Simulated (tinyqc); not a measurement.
## Admittance spectroscopy of a deep trap: admittance against temperature

Schottky contact on an n-type layer with shallow donors Nd (all ionised) and a donor-like deep trap, neutral when filled and positive when empty; depletion approximation. Traps within lam of the depletion edge stay filled. The traps at xt = W - lam, where the level crosses the Fermi level, follow a slow signal and not a fast one. w = 2 pi f.

Emission rate en = sn vth(T) Nc(T) exp(-Et/kB T) = sn g T^2 exp(-Et/kB T), g = vth Nc/(300 K)^2, as vth goes as T^0.5 and Nc as T^1.5 (degeneracy factor 1). lam = sqrt(2 eps0 eps_r (EF - ET)/(q Nd)), EF - ET = Et - (kB T/q) ln(Nc(T)/Nd), Nc(T) = Nc (T/300 K)^1.5. In the steady state at the band bending V, 2 eps0 eps_r V/q = Nd W^2 + Nt (W - lam)^2 (the second term only if W > lam). V = Vbi + Vr. C_HF = eps0 eps_r/W, C_LF = eps0 eps_r (Nd + Nt)/(Nd W + Nt xt). Inflection frequency w0 = 2 en [1 + Nt xt/(Nd W)]; C = C_HF + (C_LF - C_HF)/(1 + (w/w0)^2), G/w = (C_LF - C_HF)(w/w0)/(1 + (w/w0)^2).

Inputs (values chosen for the exercise); material values close to those of silicon:
```
symbol,value,unit,meaning
eps_r,11.5,,relative permittivity
Nc,2.85e19,cm^-3,conduction-band density of states at 300 K
vth,2.4e7,cm/s,thermal velocity at 300 K
Nd,7.4e16,cm^-3,shallow donor density
Vbi,0.79,V,built-in voltage
Et,0.25,eV,depth of the trap below the conduction edge
sn,6.4e-14,cm^2,capture cross-section
Nt,1.3e16,cm^-3,trap density
Vr,0.6,V,reverse bias
f,55000,Hz,signal frequency
```

Constants: q = 1.602176634e-19 C, kB = 1.380649e-23 J/K, eps0 = 8.8541878128e-14 F/cm where lengths are in cm. Results are converted to the units shown.

Admittance against temperature:
```
T (K)	w0/(2 pi) (Hz)	C (nF/cm^2)	G/w (nF/cm^2)
131	709.26	68.029	0.054051
138	2421.8	68.061	0.18249
144	6334.8	68.129	0.46806
151	17735	68.485	1.1906
157	39975	69.520	1.9215
164	96045	71.161	1.7238
170	1.9278e5	71.837	1.0447
176	3.6991e5	72.037	0.57045
183	7.5179e5	72.085	0.28206
189	1.3272e6	72.085	0.15871
196	2.4712e6	72.074	0.084292
```

G/w goes from 0.0541 through a maximum of 1.92 (at T = 157 K among the rows listed) to 0.0843 nF/cm^2, where w0 passes the signal: w0/(2 pi) rises from 709 to 2.47e6 Hz. C rises from 68.0 to 72.1 nF/cm^2.

Program tinyqc, `OMP_NUM_THREADS=1 python tinyqc.py 2050026 2050027 out.jsonl`; Intel Xeon 2.30GHz, shared host, one thread, about 0.01 s.
